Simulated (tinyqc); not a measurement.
Limits of the phonon part: Bloch-Grueneisen resistivity of a metal. Computed by tinyqc, a small Python program. Command: `OMP_NUM_THREADS=1 python tinyqc.py 3023132 3023133 out.jsonl bg walk`. One thread of a shared host (Intel(R) Xeon(R) Processor @ 2.30GHz), about 0.01 s of CPU time with the checks.

Electrons scatter from a Debye spectrum of phonons (n = 5 for scattering within one band, n = 3 for scattering into a second, heavy band) and from static defects.

Inputs (values chosen for the exercise, modelled on molybdenum):

| quantity | value | unit |
|---|---|---|
| exponent n | 5 | - |
| Debye temperature Theta | 383 | K |
| transport coupling lambda_tr | 0.38 | - |
| Drude plasma energy hbar w_p | 8.7 | eV |
| residual resistivity rho_0 | 0.018 | microohm cm |

Addition: none.

Constants: k_B = 1.380649e-23 J/K; hbar = 1.054571817e-34 J s; eps_0 = 8.8541878128e-12 F/m; hbar = 6.582119569e-16 eV s.

Method:
- J_n(y) = int_0^y x^n e^x/(e^x - 1)^2 dx, by 96 Gauss-Legendre points (upper limit at most 60).
- rho_ph = (n - 1) rho_1 (T/Theta)^n J_n(Theta/T), with rho_1 = 2 pi lambda_tr k_B Theta/(hbar eps_0 w_p^2), the high-temperature line at T = Theta.
- Matthiessen's rule: rho = rho_0 + rho_ph.
- Low T: (n - 1) n! zeta(n) rho_1 (T/Theta)^n. High T: rho_1 (T/Theta) [1 - (n - 1)/(12 (n + 1)) (Theta/T)^2].

Resistivities (microohm cm):

| T (K) | rho_ph | low-T law | straight line | line with correction | total rho |
|---|---|---|---|---|---|
| 11 | 7.5279e-05 | 7.5279e-05 | 0.222 | - | 1.8075e-02 |
| 19 | 1.1573e-03 | 1.1574e-03 | 0.384 | - | 1.9157e-02 |
| 31 | 1.3172e-02 | 1.3382e-02 | 0.626 | - | 3.1172e-02 |
| 46 | 8.1121e-02 | 9.6272e-02 | 0.930 | - | 9.9121e-02 |
| 77 | 5.0544e-01 | 1.2652e+00 | 1.556 | - | 5.2344e-01 |
| 130 | 1.6821e+00 | 1.7355e+01 | 2.627 | 1.360 | 1.7001e+00 |
| 190 | 3.0896e+00 | 1.1574e+02 | 3.839 | 2.973 | 3.1076e+00 |
| 310 | 5.7621e+00 | 1.3382e+03 | 6.264 | 5.733 | 5.7801e+00 |
| 460 | 8.9466e+00 | 9.6272e+03 | 9.295 | 8.937 | 8.9646e+00 |
| 770 | 1.5348e+01 | 1.2652e+05 | 15.560 | 15.346 | 1.5366e+01 |

The low-T law holds to 10 % up to 31 K, the straight line from 310 K on. The local exponent of rho_ph falls from 5.00 to 1.05. Phonons overtake the residual resistivity between 31.0 and 46.0 K.

Extremes, crossings and ranges named in words are read from the listed rows.
